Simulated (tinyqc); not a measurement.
Worked calculation: Pariser-Parr-Pople SCF with singles CI, for the molecule C=C1C=CC=C(N)C=C1 (SMILES; centres numbered as the heavy atoms are written). One step of it, computed by the program tinyqc.

Question. Iteration 2: Fock matrix. F_rr = H_rr + P_rr gamma_rr / 2 + sum_(s != r) P_ss gamma_rs; F_rs = H_rs - P_rs gamma_rs / 2; E = tr P (H + F) / 2 + core repulsion sum_(r<s) z_r z_s gamma_rs.

P after iteration 1, order 1C, 2C, 3C, 4C, 5C, 6C, 7N, 8C, 9C:
```
[[1.269901, 0.769589, -0.248332, -0.268579, 0.266093, 0.119670, -0.070791, -0.313059, -0.034457],
 [0.769589, 0.974791, 0.454889, 0.037288, -0.110595, -0.066804, 0.074695, 0.005671, 0.413862],
 [-0.248332, 0.454889, 1.119693, 0.712881, -0.130638, -0.225139, 0.284373, -0.113493, 0.156411],
 [-0.268579, 0.037288, 0.712881, 0.962274, 0.605378, 0.021751, -0.164423, -0.084017, -0.067734],
 [0.266093, -0.110595, -0.130638, 0.605378, 1.186874, 0.579456, -0.318382, 0.043942, -0.203454],
 [0.119670, -0.066804, -0.225139, 0.021751, 0.579456, 1.001052, 0.626185, 0.427407, 0.037976],
 [-0.070791, 0.074695, 0.284373, -0.164423, -0.318382, 0.626185, 1.525374, -0.095785, -0.238364],
 [-0.313059, 0.005671, -0.113493, -0.084017, 0.043942, 0.427407, -0.095785, 1.047105, 0.822120],
 [-0.034457, 0.413862, 0.156411, -0.067734, -0.203454, 0.037976, -0.238364, 0.822120, 0.912937]]
```

core matrix H (eV), order 1C, 2C, 3C, 4C, 5C, 6C, 7N, 8C, 9C:
```
[[-47.635234, -2.390000, 0.000000, 0.000000, 0.000000, 0.000000, 0.000000, 0.000000, 0.000000],
 [-2.390000, -58.653463, -2.390000, 0.000000, 0.000000, 0.000000, 0.000000, 0.000000, -2.390000],
 [0.000000, -2.390000, -56.433966, -2.390000, 0.000000, 0.000000, 0.000000, 0.000000, 0.000000],
 [0.000000, 0.000000, -2.390000, -56.008755, -2.390000, 0.000000, 0.000000, 0.000000, 0.000000],
 [0.000000, 0.000000, 0.000000, -2.390000, -59.091934, -2.390000, 0.000000, 0.000000, 0.000000],
 [0.000000, 0.000000, 0.000000, 0.000000, -2.390000, -64.513983, -2.240000, -2.390000, 0.000000],
 [0.000000, 0.000000, 0.000000, 0.000000, 0.000000, -2.240000, -61.099787, 0.000000, 0.000000],
 [0.000000, 0.000000, 0.000000, 0.000000, 0.000000, -2.390000, 0.000000, -59.683455, -2.390000],
 [0.000000, -2.390000, 0.000000, 0.000000, 0.000000, 0.000000, 0.000000, -2.390000, -57.679058]]
```

repulsion gamma_rs (eV), order 1C, 2C, 3C, 4C, 5C, 6C, 7N, 8C, 9C:
```
[[11.130000, 7.553271, 5.330097, 3.654881, 3.061830, 3.061655, 2.413705, 3.654924, 5.331165],
 [7.553271, 11.130000, 7.553271, 5.079327, 4.233612, 4.233148, 3.104808, 5.078555, 7.552663],
 [5.330097, 7.553271, 11.130000, 7.555349, 5.080158, 4.233612, 3.104991, 4.233184, 5.078313],
 [3.654881, 5.079327, 7.555349, 11.130000, 7.555349, 5.079327, 3.728962, 4.233299, 4.233299],
 [3.061830, 4.233612, 5.080158, 7.555349, 11.130000, 7.553271, 5.568109, 5.078313, 4.233184],
 [3.061655, 4.233148, 4.233612, 5.079327, 7.553271, 11.130000, 8.280876, 7.552663, 5.078555],
 [2.413705, 3.104808, 3.104991, 3.728962, 5.568109, 8.280876, 16.800000, 5.569327, 3.729008],
 [3.654924, 5.078555, 4.233184, 4.233299, 5.078313, 7.552663, 5.569327, 11.130000, 7.553862],
 [5.331165, 7.552663, 5.078313, 4.233299, 4.233184, 5.078555, 3.729008, 7.553862, 11.130000]]
```

Centres (angstrom, eV; a flat drawing with bonds scaled to 1.40 angstrom):
```
centre          x          y  core charge z          W   gamma_rr
1C       2.938000  -0.522000              1  11.160000  11.130000
2C       1.573000  -0.210000              1  11.160000  11.130000
3C       1.261000   1.155000              1  11.160000  11.130000
4C       0.000000   1.762000              1  11.160000  11.130000
5C      -1.261000   1.155000              1  11.160000  11.130000
6C      -1.573000  -0.210000              1  11.160000  11.130000
7N      -2.938000  -0.522000              2  25.600000  16.800000
8C      -0.700000  -1.305000              1  11.160000  11.130000
9C       0.700000  -1.305000              1  11.160000  11.130000
```

Give: F; pi energy.

Answer.

F (eV), order 1C, 2C, 3C, 4C, 5C, 6C, 7N, 8C, 9C:
```
[[-4.646, -5.296, 0.662, 0.491, -0.407, -0.183, 0.085, 0.572, 0.092],
 [-5.296, -4.081, -4.108, -0.095, 0.234, 0.141, -0.116, -0.014, -3.953],
 [0.662, -4.108, -4.728, -5.083, 0.332, 0.477, -0.441, 0.240, -0.397],
 [0.491, -0.095, -5.083, -4.564, -4.677, -0.055, 0.307, 0.178, 0.143],
 [-0.407, 0.234, 0.332, -4.677, -6.277, -4.578, 0.886, -0.112, 0.431],
 [-0.183, 0.141, 0.477, -0.055, -4.578, -7.160, -4.833, -4.004, -0.096],
 [0.085, -0.116, -0.441, 0.307, 0.886, -4.833, -10.996, 0.267, 0.444],
 [0.572, -0.014, 0.240, 0.178, -0.112, -4.004, 0.267, -6.472, -5.495],
 [0.092, -3.953, -0.397, 0.143, 0.431, -0.096, 0.444, -5.495, -5.001]]
```

pi energy = -139.745 eV
